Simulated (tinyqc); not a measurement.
MOSFET in saturation, small-signal circuit and noise: two steps of the calculation.

Bias by the inversion coefficient IC = I/Ispec (charge-based model with velocity saturation; weak inversion below 0.1, strong above 10). Common-source circuit: gm, gds, Cgs, Cgd and Cj at the inner nodes, Rg in series with the gate; quasi-static, no source or drain resistance, no gate-body capacitance, no substrate network, no induced gate noise, so fmax is an upper estimate.

Parameters, values chosen for the exercise: temperature T = 300 K; gate length L = 28 nm; total gate width W = 20 um; gate capacitance Cox = 1.21 uF/cm^2; mobility mu = 310 cm^2/(V s); slope factor n = 1.39; velocity-saturation length Ls = 15 nm; ratio gds/gm sg = 0.13; overlap and fringe capacitance per side Cov = 0.3 fF/um; drain junction capacitance Cj = 0.72 fF/um; sheet resistance of the gate Rsh = 10 ohm; finger width Wf = 1 um; gate contact and vertical resistance Rc = 300 ohm um; inversion coefficient IC = 0.067.

Constants: q = 1.602176634e-19 C, kB = 1.380649e-23 J/K, Vt = kB T/q. Results are converted to the units shown.

Task 1. Current, transconductance and gain. Ispec = 2 n mu Cox (W/L) Vt^2, lc = Ls/L, gms = [sqrt((lc IC + 1)^2 + 4 IC) - 1]/[2 + lc (lc IC + 1)], gm = gms Ispec/(n Vt), gds = sg gm.

Wanted: Ispec; I; gms; gm; gds; gm/I.

Result 1.

Ispec = 497.8 uA
I = 33.35 uA
gms = 0.06186
gm = 0.8569 mS
gds = 0.1114 mS
gm/I = 25.69 1/V

Task 2. Capacitances, gate resistance and cut-off frequencies. qs = [sqrt(1 + 4 IC) - 1]/2, Cgs = Cox W L qs (2 qs + 3)/(3 (qs + 1)^2) + Cov W, Cgd = Cov W, Cd = Cj W, Rg = Rsh (Wf/L)/(12 Nf) + Rc/W with Nf = W/Wf fingers (not rounded) contacted at both ends. fT = gm/(2 pi (Cgs + Cgd)), fmax = fT/(2 sqrt(Rg (gds + 2 pi fT Cgd))).

gm = 0.85693849 mS
gds = 0.11140200 mS

Find: Cgs; Cgd; Cd; Rg; fT; fmax.

Result 2.

Cgs = 6.3938 fF
Cgd = 6.0000 fF
Cd = 14.400 fF
Rg = 16.488 ohm
fT = 11.004 GHz
fmax = 59.068 GHz

Overlap and fringe make up 96.8 % of the gate capacitance; fmax is 5.37 times fT.

Program tinyqc, `OMP_NUM_THREADS=1 python tinyqc.py 2150013 2150014 out.jsonl`; Intel Xeon 2.30GHz, shared host, one thread, about 0.01 s.
